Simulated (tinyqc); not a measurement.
Thin-film optics by transfer matrices: one step. Layer matrices and their product. Two cases, with inputs chosen for the exercise.

Problem. Form each matrix and multiply from the top down.

Indices N = n + i k. Snell: N0 sin(theta) = N_j sin(theta_j), with Im(N_j cos theta_j) >= 0. Admittance y_j = N_j cos theta_j for s and N_j/cos theta_j for p. Phase delta_j = 2 pi N_j cos theta_j d_j/lambda. Layer matrix [[cos delta, -i sin delta/y], [-i y sin delta, cos delta]], multiplied from the top down to M. (B, C) = M (1, y_sub); r = (y0 B - C)/(y0 B + C), R = |r|^2, T = 4 Re y0 Re y_sub/|y0 B + C|^2, absorbed in the films 1 - R - T.

Give: M.

Case 1.

y_j: ambient 1.000000, film 1 1.693000+0.026000i, substrate 6.463000+2.792000i

delta_j (rad): film 1 3.672100+0.056394i

Solution.

M:
```
                 1                2
1  -0.8639+0.0285i  -0.0241+0.2997i
2  -0.0956+0.8567i  -0.8639+0.0285i
```

Case 2.

y_j: ambient 0.342020, film 1 1.160184, substrate 1.182467+2.027802i

delta_j (rad): film 1 0.199716

Solution.

M:
```
          1         2
1    0.9801  -0.1710i
2  -0.2302i    0.9801
```

Each matrix has determinant 1, and so has M.

Computed by tinyqc, one run a case: `OMP_NUM_THREADS=1 python tinyqc.py N N+1 out.jsonl` with N = 1681287, 1681329; one thread of a shared Intel(R) Xeon(R) Processor @ 2.30GHz, about 0.02 s a run at most.
